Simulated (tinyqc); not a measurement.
From results back to parameters: three-band tight binding of a dichalcogenide monolayer. Three cases, with inputs chosen for the exercise.

Problem. In the three-band model the dz2 level is e1 + 6 t0 at Gamma and e1 - 3 t0 at K; without spin-orbit coupling the other levels are e2 + 3 s at Gamma (twofold) and e2 - 3s/2 -/+ 3 sqrt3 t12 at K, s = t11 + t22, t12 > 0. The levels below come from hidden values.

Case 1.

dz2 levels (eV): Gamma -0.2800, K 1.5470

other levels (eV): Gamma 3.05600, K lower 0.05325, K upper 3.43075

Case 2.

dz2 levels (eV): Gamma -0.1070, K 1.7380

other levels (eV): Gamma 2.97700, K lower -0.08589, K upper 3.98789

Case 3.

dz2 levels (eV): Gamma -0.2660, K 1.5610

other levels (eV): Gamma 3.03700, K lower -0.02221, K upper 3.45921

Find: e1, t0, e2, t11 + t22, t12.

Solution. The dz2 levels differ by 9 t0. The level at Gamma lies 9s/2 above the mean of the two at K, whose splitting is 6 sqrt3 t12. t1, t2 and t11 - t22 need masses or other points.

Case 1.

e1, t0, e2, t11 + t22, t12 (eV): 0.938  -0.203  2.180  0.292  0.325

Case 2.

e1, t0, e2, t11 + t22, t12 (eV): 1.123  -0.205  2.293  0.228  0.392

Case 3.

e1, t0, e2, t11 + t22, t12 (eV): 0.952  -0.203  2.158  0.293  0.335

Computed by tinyqc, one run a case: `OMP_NUM_THREADS=1 python tinyqc.py N N+1 out.jsonl` with N = 1450388, 1450415, 1450439; one thread of a shared Intel(R) Xeon(R) Processor @ 2.30GHz, about 0.02 s a run at most.
